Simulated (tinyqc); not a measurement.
Inside a calculation. Method: harmonic frequencies on the RHF/sto-3g surface (energies and gradients from PySCF), for H3-, spin multiplicity 1. The basis has no diffuse functions, so it cannot describe the extra electron: this is an exercise in the method, not the real anion. Computed by tinyqc, a small Python program that keeps every step (integrals from PySCF). Settings: charge = -1, multiplicity = 1, basis = sto-3g, delta = 0.005. Command: `OMP_NUM_THREADS=1 python tinyqc.py 28322 28323 out.jsonl` (the two numbers bound the seeds that draw the settings). One thread of a shared host (Intel(R) Xeon(R) Processor @ 2.60GHz), about 1 s of CPU time with the checks.

## One row of the Hessian: 3Hy

optimised positions (bohr), order 1H, 2H, 3H:
```
[[0.092374, -1.248913, -0.019598],
 [-0.001259, 0.453565, 0.802585],
 [-0.094895, 2.155951, 1.624524]]
```

gradient at +delta (hartree/bohr), order 1H, 2H, 3H:
```
[[0.00002955, -0.00037931, -0.00026821],
 [-0.00000703, -0.00018930, 0.00007926],
 [-0.00002252, 0.00056861, 0.00018895]]
```

gradient at -delta (hartree/bohr), order 1H, 2H, 3H:
```
[[-0.00003311, 0.00043326, 0.00028193],
 [0.00000779, 0.00019460, -0.00005082],
 [0.00002532, -0.00062786, -0.00023112]]
```

Displace 3Hy by +/-0.005 bohr; H(k, :) = (g(+) - g(-)) / (2 delta).

row of the Hessian (hartree/bohr^2): [0.00626620, -0.08125703, -0.05501446, -0.00148178, -0.03838999, 0.01300822, -0.00478441, 0.11964703, 0.04200624]

## Hessian by finite differences

All rows are made in the same way, and the matrix is symmetrised.

Hessian (symmetrised) (hartree/bohr^2), order 1Hx, 1Hy, 1Hz, 2Hx, 2Hy, 2Hz, 3Hx, 3Hy, 3Hz:
```
[[0.03291883, -0.00478257, -0.00230926, -0.06524707, -0.00148356, -0.00071648, 0.03232825, 0.00626617, 0.00302574],
 [-0.00478257, 0.11961096, 0.04198712, -0.00148364, -0.03835459, 0.01302640, 0.00626620, -0.08125703, -0.05501350],
 [-0.00230926, 0.04198712, 0.05292888, -0.00071654, 0.01302679, -0.05903712, 0.00302580, -0.05501429, 0.00610829],
 [-0.06524707, -0.00148364, -0.00071654, 0.13049751, 0.00296546, 0.00143207, -0.06525047, -0.00148190, -0.00071553],
 [-0.00148356, -0.03835459, 0.01302679, 0.00296546, 0.07674654, -0.02603464, -0.00148188, -0.03839065, 0.01300780],
 [-0.00071648, 0.01302640, -0.05903712, 0.00143207, -0.02603464, 0.11808738, -0.00071558, 0.01300900, -0.05905036],
 [0.03232825, 0.00626620, 0.00302580, -0.06525047, -0.00148188, -0.00071558, 0.03292223, -0.00478428, -0.00231022],
 [0.00626617, -0.08125703, -0.05501429, -0.00148190, -0.03839065, 0.01300900, -0.00478428, 0.11964703, 0.04200531],
 [0.00302574, -0.05501350, 0.00610829, -0.00071553, 0.01300780, -0.05905036, -0.00231022, 0.04200531, 0.05294213]]
```

## Normal modes

masses (u): [1.007825, 1.007825, 2.014102]

Diagonalise H_ij / sqrt(m_i m_j); the 5 smallest eigenvalues belong to translations and rotations; wavenumber = sqrt(eigenvalue / 1822.888) x 219474.63; each mode has its largest component positive (the first on a tie); zero-point energy = sum of wavenumbers / 2, with 349.755 1/cm per kcal/mol. A mass of 2.014 u marks deuterium.

eigenvalues of the mass-weighted Hessian (hartree/(bohr^2 u)): [-0.000012, -0.000011, 0.000000, 0.000000, 0.000000, 0.082572, 0.178273, 0.178275, 0.189608]

harmonic wavenumbers of the vibrations (1/cm): [1477.1, 2170.4, 2170.4, 2238.4]

mass-weighted modes, order 1Hx, 1Hy, 1Hz, 2Hx, 2Hy, 2Hz, 3Hx, 3Hy, 3Hz:
```
[[0.008458, 0.016907, -0.425511, -0.041995],
 [-0.153744, 0.185885, -0.011626, 0.763567],
 [-0.074231, -0.383341, -0.024404, 0.368626],
 [-0.042412, -0.033803, 0.851061, 0.006034],
 [0.771093, -0.372028, 0.023243, -0.109761],
 [0.372360, 0.766603, 0.048807, -0.052846],
 [0.024018, 0.011952, -0.301026, 0.025438],
 [-0.436685, 0.131674, -0.008218, -0.462490],
 [-0.210891, -0.271111, -0.017262, -0.223375]]
```

zero-point energy = 11.517197 kcal/mol

Within a degenerate level the vectors are fixed only up to a rotation; this is one choice.
